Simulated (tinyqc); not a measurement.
Bandgap voltage reference from two bipolar transistors: output against temperature.

Two transistors of area 1 and N carry the same current I. Is(T) = Is (T/T0)^eta exp[(Vg0 q/kB)(1/T0 - 1/T)], VBE1 = Vt ln(I/Is(T)) + I rb, VBE2 = Vt ln(I/(N Is(T))) + I rb/N. The amplifier forces I R1(T) = VBE1 - VBE2 + Vos, with R(T) = R (1 + tc (T - T0)) for both resistors, and the output is Vref = VBE1 + I R2(T). Base currents and the Early effect are neglected.

Vt = kB T/q; I = (Vt ln N + Vos)/(R1(T) - rb (1 - 1/N)).

Values chosen for this exercise; values of the order met in silicon bipolar transistors:
```
symbol    value   unit                                                   meaning
T0          300      K                                     reference temperature
Vg0       1.204      V                      band-gap voltage extrapolated to 0 K
eta         3.1                   temperature exponent of the saturation current
Is      3.5e-18      A           saturation current of the unit transistor at T0
N            24                              area ratio of the second transistor
R1           10   kohm  resistor across which the difference of VBE falls, at T0
tc            0  ppm/K                 temperature coefficient of both resistors
Vos           0     mV                                   offset of the amplifier
rb            0    ohm                  series resistance of the unit transistor
R2        67.34   kohm                                     output resistor at T0
```

Constants: q = 1.602176634e-19 C, kB = 1.380649e-23 J/K. Results are converted to the units shown.

Output against temperature:
```
T (K)  I (uA)  VBE1 (V)  I R2 (V)  Vref (V)  Vref - Vref(T0) (mV)  dVref/dT (uV/K)
218    5.9702   0.87679   0.40203    1.2788               -10.811           162.27
233    6.3810   0.85147   0.42970    1.2812               -8.4685           150.23
253    6.9287   0.81744   0.46658    1.2840               -5.6150           135.32
273    7.4765   0.78312   0.50347    1.2866               -3.0480           121.56
298    8.1611   0.73986   0.54957    1.2894              -0.21019           105.70
323    8.8458   0.69621   0.59568    1.2919                2.2476           91.121
348    9.5304   0.65221   0.64178    1.2940                4.3549           77.630
373    10.215   0.60789   0.68789    1.2958                6.1369           65.076
398    10.900   0.56326   0.73399    1.2973                7.6155           53.336
423    11.584   0.51835   0.78010    1.2984                8.8097           42.312
```

VBE1 falls by 1.75 mV/K on average and I R2 rises by 1.84 mV/K. The slope of Vref vanishes at T = 534 K. Between 233 and 398 K Vref spans 16.1 mV, or 75.5 ppm/K by the box method (span over the average over T, over 165 K).

Computed by the program tinyqc: `OMP_NUM_THREADS=1 python tinyqc.py 2062015 2062016 out.jsonl`, one thread of a shared Intel Xeon 2.30GHz, about 0.03 s for the whole run.
